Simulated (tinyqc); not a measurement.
Deal-Grove kinetics of thermal oxidation of silicon. Which input was changed? Computed by tinyqc, a small Python program. Command: `OMP_NUM_THREADS=1 python tinyqc.py 3023416 3023417 out.jsonl oxide which`. One thread of a shared host (Intel(R) Xeon(R) Processor @ 2.30GHz), about 1 s of CPU time with the checks.

Oxidant diffuses through the oxide and reacts at the interface, so that dx/dt = B/(A + 2x) for the oxide thickness x.

Inputs (values chosen for the exercise, close to those used for silicon):

| quantity | value | unit |
|---|---|---|
| prefactor B0 | 403 | um^2/h |
| activation energy E_B | 0.771 | eV |
| prefactor (B/A)0 | 8.77e+07 | um/h |
| activation energy E_A | 2.06 | eV |
| temperature T | 1125 | C |
| oxidant pressure p | 0.5 | atm |
| pressure exponent m of B/A | 1 | - |
| initial oxide x_i | 0.005 | um |
| time t | 0.14 | h |

Ambient: steam. Surface: (100).

Constants: k_B = 8.617333262e-05 eV/K.

Method:
- B = B0 p exp(-E_B/(k_B T)), B/A = (B/A)0 p^m exp(-E_A/(k_B T)), p in atm; A = B/(B/A).
- Temperatures in kelvin are T(C) + 273.15.
- tau = (x_i^2 + A x_i)/B and x = (A/2) [sqrt(1 + 4 B (t + tau)/A^2) - 1], the root of x^2 + A x = B (t + tau).
- Silicon consumed is 0.44 times the oxide grown; the rate is B/(A + 2x).

Question. One of these inputs alone was changed, within the range given: prefactor B0 (201.5 to 806); prefactor (B/A)0 (4.385e+07 to 1.754e+08); initial oxide x_i (0.0025 to 0.01); time t (0.07 to 0.28). Which one, and to what value?

Results:

| run | tau (h) | oxide thickness x (um) | final growth rate (um/h) |
|---|---|---|---|
| before | 0.003111903 | 0.1397026 | 0.6937941 |
| after | 0.003488951 | 0.1399641 | 0.6930437 |

Answer.

Each candidate set to reproduce tau, and what it then gives:

| candidate | range searched | value needed | oxide thickness x (um) | final growth rate (um/h) |
|---|---|---|---|---|
| prefactor B0 (um^2/h) | 201.5 to 806 | out of reach | - | - |
| prefactor (B/A)0 (um/h) | 4.385e+07 to 1.754e+08 | 7.802e7 | 0.13291 | 0.67740 |
| initial oxide x_i (um) | 0.0025 to 0.01 | 0.005590 | 0.13996 | 0.69304 |
| time t (h) | 0.07 to 0.28 | no effect | - | - |

Only initial oxide x_i fits every result: it went from 0.005 to 0.00559 um. The next best candidate, prefactor (B/A)0, misses one result by 5.0 %.
